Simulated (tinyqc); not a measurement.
Born-von Karman spring model of a cubic crystal with one atom per cell: one step, computed by the program tinyqc.

First neighbours lie at a (1,0,0) (6 of them), second at a (1,1,0) (12), with all permutations and signs; the volume per atom is Omega = a^3.

Task: Frequencies and polarisations. Diagonalise D. An eigenvalue lambda of D in eV/(angstrom^2 u) gives nu = 15.6333042 THz x sqrt(lambda). Eigenvectors are columns, with the largest component positive; the longitudinal weight is (e.q)^2/q^2.

Inputs (values chosen for the exercise, for a model crystal).

Lattice: sc.

wave vector q (2 pi/a): 0.44  0.49  0.17

D(q) (eV/(angstrom^2 u)):
```
            x           y           z
x  0.01384698  0.00006798  0.00094879
y  0.00006798  0.01427530  0.00016183
z  0.00094879  0.00016183  0.01113197
```

Constants: nu for 1 eV/(angstrom^2 u) = 15.6333042 THz.

Give: eigenvalues; frequencies; polarisation vectors; longitudinal weights.

Result:

eigenvalues (eV/(angstrom^2 u)): 0.01083  0.01408  0.01434

frequencies (THz): 1.627  1.855  1.872

polarisation vectors:
```
    mode 1   mode 2  mode 3
x  -0.2988   0.8352  0.4616
y  -0.0389  -0.4940  0.8686
z   0.9535   0.2416  0.1801
```

longitudinal weights: 0.0003  0.0599  0.9398

Mode 3 is the most longitudinal, with weight 0.94.
